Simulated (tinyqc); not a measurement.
Thin (001) film in sp3s* tight binding with raised dangling bonds, step by step. Values are carried at full precision from step to step, so a last printed digit may differ when a step is redone from the rounded ones.

sp3s* tight binding, nearest neighbours only: anion (a) at 0, cation (c) at a/4 (1,1,1), orbitals s, px, py, pz, s* on each; k in units of 2 pi/a. With phases e_j = exp(i (pi/2) k.n_j) for n = (1,1,1), (1,-1,-1), (-1,1,-1), (-1,-1,1): g0 = (e1+e2+e3+e4)/4, g1 = (e1+e2-e3-e4)/4, g2 = (e1-e2+e3-e4)/4, g3 = (e1-e2-e3+e4)/4. The diagonal holds the levels Esa, Epa, Exa (s*) and Esc, Epc, Exc. Anion-cation block: <sa|sc> = Vss g0; <sa|xc> = Vsapc g1; <xa|sc> = -Vscpa g1; <xa|xc> = Vxx g0; <xa|yc> = <ya|xc> = Vxy g3, <xa|zc> = <za|xc> = Vxy g2, <ya|zc> = <za|yc> = Vxy g1; <s*a|xc> = Vxapc g1; <xa|s*c> = -Vpaxc g1; y and z take g2 and g3 in place of g1; s-s* and s*-s* vanish.

Values chosen for the exercise (out of a larger set: near a published set for GaAs, fitted to gaps, whose masses and valley positions are rough; not measured data): p = (-8.405, 1.047, -2.645, 3.68, 8.516, 6.697, -6.413, 1.976, 5.085, 4.479, 5.796, 4.887, 4.76) eV (order Esa, Epa, Esc, Epc, Exa, Exc, Vss, Vxx, Vxy, Vsapc, Vscpa, Vxapc, Vpaxc); N = 4 (atomic planes in the small film); dl = 5 eV (shift of the dangling hybrids).

## Bulk edges along [001]

Gap at Gamma and minimum on (0,0,kz), kz from 0.5 to 1, from the bulk Ev. States at zero in-plane momentum come from this line alone.

edges (eV): Gamma 1.5159, Delta 1.9781

kz of the minimum = 1.0000 2 pi/a

## The two blocks of the small film

Planes alternate anion (a), cation (c) along [001], a/4 apart, starting with an anion; zero in-plane momentum; levels counted from the bulk Ev, the lower root of [[Epa, Vxx], [Vxx, Epc]]; no spin-orbit coupling. Block of s, pz, s*: from an anion to the cation above, Vss/2 (s,s), Vsapc/2 (s,z), -Vscpa/2 (z,s), Vxx/2 (z,z), Vxapc/2 (s*,z), -Vpaxc/2 (z,s*); to the cation below the same with the s-z and s*-z signs reversed. Block of u = (px + py)/sqrt2 and v = (px - py)/sqrt2: to the cation above (Vxx + Vxy)/2 for u and (Vxx - Vxy)/2 for v, to the cation below the reverse. Each surface atom has two dangling sp3 hybrids; raising both by dl adds (dl/2) [[1, t], [t, 1]] to its s, pz levels (t = -1 at the bottom face, +1 at the top) and dl to the one of u, v in whose plane the missing bonds lie (v for a bottom anion or a top cation, u for a top anion).

Fill them in.

s, pz, s* block (eV):
```
        sa1     za1    *a1     sc2     zc2     *c2     sa3     za3     *a3     sc4    zc4     *c4
sa1  -5.894  -2.500      0  -3.207   2.240       0       0       0       0       0      0       0
za1  -2.500   3.558      0  -2.898   0.988  -2.380       0       0       0       0      0       0
*a1       0       0  8.527       0   2.443       0       0       0       0       0      0       0
sc2  -3.207  -2.898      0  -2.634       0       0  -3.207   2.898       0       0      0       0
zc2   2.240   0.988  2.443       0   3.691       0  -2.240   0.988  -2.443       0      0       0
*c2       0  -2.380      0       0       0   6.708       0   2.380       0       0      0       0
sa3       0       0      0  -3.207  -2.240       0  -8.394       0       0  -3.207  2.240       0
za3       0       0      0   2.898   0.988   2.380       0   1.058       0  -2.898  0.988  -2.380
*a3       0       0      0       0  -2.443       0       0       0   8.527       0  2.443       0
sc4       0       0      0       0       0       0  -3.207  -2.898       0  -0.134  2.500       0
zc4       0       0      0       0       0       0   2.240   0.988   2.443   2.500  6.191       0
*c4       0       0      0       0       0       0       0  -2.380       0       0      0   6.708
```

u, v block (eV):
```
       ua1     va1     uc2     vc2     ua3     va3    uc4     vc4
ua1  1.058       0   3.530       0       0       0      0       0
va1      0   6.058       0  -1.554       0       0      0       0
uc2  3.530       0   3.691       0  -1.554       0      0       0
vc2      0  -1.554       0   3.691       0   3.530      0       0
ua3      0       0  -1.554       0   1.058       0  3.530       0
va3      0       0       0   3.530       0   1.058      0  -1.554
uc4      0       0       0       0   3.530       0  3.691       0
vc4      0       0       0       0       0  -1.554      0   8.691
```

## Levels of the small film

Diagonalise both blocks.

levels of the s, pz, s* block (eV): -11.678  -9.082  -4.405  0.878  2.491  2.865  3.771  5.840  7.302  9.237  9.433  11.258

levels of the u, v block (eV): -2.211  -1.653  -0.754  4.746  5.503  6.960  7.267  9.138

1 level lies between 0 and the bulk edge 1.516 eV: 0.878 eV.

## Checks

- Lowest conduction level of 201 planes, with the dangling hybrids shifted far away, against the bulk edge: 1.519 against 1.516.

Computed by tinyqc, a small Python program: `OMP_NUM_THREADS=1 python tinyqc.py 1480784 1480785 out.jsonl` (the numbers bound the seed that draws the inputs); one thread of a shared host (Intel(R) Xeon(R) Processor @ 2.30GHz), about 0.4 s for the whole set of steps.
